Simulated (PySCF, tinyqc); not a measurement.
RHF in the 6-311g basis, for H2, spin multiplicity 1, step by step. The lowest restricted solution is unstable here: a spin-polarised one lies 0.0055 hartree lower (PySCF). One step of it, computed by the program tinyqc.

Problem. Iteration 9 (converged): orbitals. Diagonalise F' = X^T F X, C = X C', fill 1 alpha and 1 beta electrons from the bottom; D = 2 C_occ C_occ^T. Each column has its largest component positive (the first on a tie).

converged F (hartree), lower triangle:
```
           1H 1s      1H 2s      1H 3s      2H 1s      2H 2s      2H 3s
1H 1s   0.716743
1H 2s  -0.293814  -0.199367
1H 3s  -0.381176  -0.304093  -0.243373
2H 1s  -0.173727  -0.281689  -0.294917   0.716743
2H 2s  -0.281689  -0.328388  -0.313790  -0.293814  -0.199367
2H 3s  -0.294917  -0.313790  -0.272698  -0.381176  -0.304093  -0.243373
```

X:
```
               1          2          3          4          5         6
1H 1s   0.745865  -0.858719  -0.716681   0.675866   0.438326  0.159138
1H 2s  -1.796112   1.525227   0.569036   0.087678   0.348260  0.244294
1H 3s   2.001952  -0.903939   0.777541  -0.494115   0.149146  0.261023
2H 1s  -0.745865  -0.858719   0.716681   0.675866  -0.438326  0.159138
2H 2s   1.796112   1.525227  -0.569036   0.087678  -0.348260  0.244294
2H 3s  -2.001952  -0.903939  -0.777541  -0.494115  -0.149146  0.261023
```

Give: F' = X^T F X; orbital energies; coefficients C; D after iteration 9.

Solution.

F' = X^T F X (hartree), lower triangle:
```
        1       2       3      4      5       6
1   1.469
2   0.000   1.825
3  -1.023   0.000   1.263
4   0.000  -1.051   0.000  1.110
5   0.289   0.000  -0.535  0.000  0.347
6   0.000  -0.058   0.000  0.010  0.000  -0.465
```

orbital energies (hartree): MO1 -0.467, MO2 0.058, MO3 0.358, MO4 0.475, MO5 2.545, MO6 2.578

coefficients C:
```
         MO1     MO2     MO3     MO4     MO5     MO6
1H 1s  0.142   0.128   0.046  -0.097  -1.112  -1.094
1H 2s  0.294   0.158   0.950  -1.115   1.550   1.185
1H 3s  0.224   1.039  -0.935   1.643  -0.924  -0.452
2H 1s  0.142  -0.128   0.046   0.097   1.112  -1.094
2H 2s  0.294  -0.158   0.950   1.115  -1.550   1.185
2H 3s  0.224  -1.039  -0.935  -1.643   0.924  -0.452
```

D after iteration 9, lower triangle:
```
       1H 1s  1H 2s  1H 3s  2H 1s  2H 2s  2H 3s
1H 1s  0.040
1H 2s  0.083  0.173
1H 3s  0.064  0.132  0.101
2H 1s  0.040  0.083  0.064  0.040
2H 2s  0.083  0.173  0.132  0.083  0.173
2H 3s  0.064  0.132  0.101  0.064  0.132  0.101
```
